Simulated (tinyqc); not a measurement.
Worked calculation: spin coating of a resist or spin-on film: centrifugal thinning, evaporation and the final thickness (Emslie and Meyerhofer models). Computed by tinyqc, a small Python program that keeps every step. Command: `OMP_NUM_THREADS=1 python tinyqc.py 3113390 3113391 out.jsonl spincoat walk`. One thread of a shared host (Intel(R) Xeon(R) Processor @ 2.30GHz), about 0.08 s of CPU time with the checks. Intermediate numbers are printed to about 7 digits and carried at full precision; extremes and crossings named in words are read from the listed rows.

A Newtonian film stays uniform over the wafer; solvent and solids have the same density and the concentration is uniform through the thickness.

Inputs (values chosen for the exercise, of the order of those of a polymer resist in an ester solvent):
```
quantity                                 value          unit
solids volume fraction c0                 0.14             -
kinematic viscosity of the solvent nu_s    2.4        mm^2/s
viscosity constant k                       510        mm^2/s
viscosity exponent gamma                   2.2             -
spin speed f                               800           rpm
evaporation rate at 1000 rpm e0           0.22  micrometre/s
starting thickness h0                      300    micrometre
time t                                     2.4             s
wafer radius R                              50            mm
shrinkage in the bake                      5.4             %
```

## Rates

omega = 2 pi f/60; nu(c) = nu_s + k c^gamma; evaporation rate e = e0 sqrt(f/1000 rpm). Flow constant K = 2 omega^2/(3 nu(c0)); Reynolds number of the air omega R^2/nu_air with nu_air = 15 mm^2/s.

omega = 83.77580 1/s

nu(c0) = 9.146086 mm^2/s

evaporation rate e = 0.1967740 micrometre/s

flow constant K = 5.115766e-04 1/(micrometre^2 s)

Reynolds number of the air = 13962.63

## Thinning without evaporation

dh/dt = -K h^3 gives h = h0/sqrt(1 + 2 K h0^2 t); for long times h = 1/sqrt(2 K t).

h(t) without evaporation = 20.13463 micrometre

long-time form = 20.18013 micrometre

time 1/(2 K h0^2) = 0.01085967 s

The long-time form is within 0.23 %: the starting thickness is forgotten.

## The two-stage estimate

Meyerhofer estimate: flow rules until (1 - c0) K h^3 = e, then evaporation alone: h_w = (e/((1 - c0) K))^(1/3), dry film c0 h_w.

wet thickness h_w = 7.647500 micrometre

dry film, estimate = 1070.650 nm

drying time (1 - c0) h_w/e = 33.42337 s

## First explicit step of the full model

Solids s and liquid l per area start at s = c0 h0, l = (1 - c0) h0. With h = h0 and c = c0: Q = K h^3, K = 2 omega^2/(3 nu); one Euler step of length dt = 0.01 h0/Q for s and l, ds/dt = -c Q, dl/dt = -(1 - c) Q - e.

Q = 13812.57 micrometre/s

dt = 2.171935e-04 s

s = 41.58 micrometre

l = 255.4200 micrometre

Q/e at the start = 70195.10

## The full model

Full model for solids s and liquid l per area, h = s + l, c = s/h: ds/dt = -c Q, dl/dt = -(1 - c) Q - e, Q = 2 omega^2 h^3/(3 nu(c)); integrated adaptively (relative tolerance 1e-9) until l = 0. Dry film = s at l = 0, before the bake; film after the bake = s x (1 - shrinkage).

time to dry = 43.03364 s

dry film = 1188.762 nm

film after the bake = 1124.569 nm

## Course in time

Times are fractions of the time to dry.

History:
```
fraction         t (s)  h (micrometre)          c  nu (mm^2/s)           Q/e    s (nm)
0.003     1.291009e-01        83.56011  0.1400301       9.1493  1.516312e+03  11700.93
0.010     4.303364e-01        47.05057  0.1401716       9.1643  2.702552e+02   6595.16
0.030     1.291009e+00        27.35227  0.1408754       9.2392  5.266504e+01   3853.26
0.100     4.303364e+00        14.88958  0.1453929       9.7310  8.066152e+00   2164.84
0.200     8.606728e+00        10.30410  0.1559429      10.9525  2.375167e+00   1606.85
0.350     1.506177e+01         7.36419  0.1808189      14.2442  6.666743e-01   1331.58
0.500     2.151682e+01         5.59745  0.2205637      20.7377  2.010893e-01   1234.59
0.700     3.012355e+01         3.74648  0.3190612      43.7136  2.860436e-02   1195.36
0.900     3.873028e+01         2.03595  0.5840185     158.6099  1.265179e-03   1189.03
```

Q/e drops below 1 between t = 8.6 and 15 s, when c has risen from 0.14 to about 0.181; after that row the solids fall by a further 11 %. The full model gives 1.11 times the two-stage estimate.

## Spin curve

The formulas are those given above.

Dry film against speed:
```
f (rpm)  full model (nm)  estimate (nm)  time to dry (s)
500             1503.667       1354.277         68.84325
1000            1063.264        957.619         34.42867
1500             868.153        781.892         22.95401
2000             751.844        677.139         17.21609
3000             613.878        552.881         11.47778
4000             531.634        478.809          8.60848
6000             434.078        390.946          5.73908
```

The full thickness goes as f^-0.500; the estimate as (e/omega^2)^(1/3) = f^(-1/2). The time to dry goes as f^-1.00. A thickness window of 1 % allows a speed error of about 2 %.

Checks made by the program: constant-viscosity run against c0 h0 exp(-int K h^2 dt) (relative difference 1e-05).
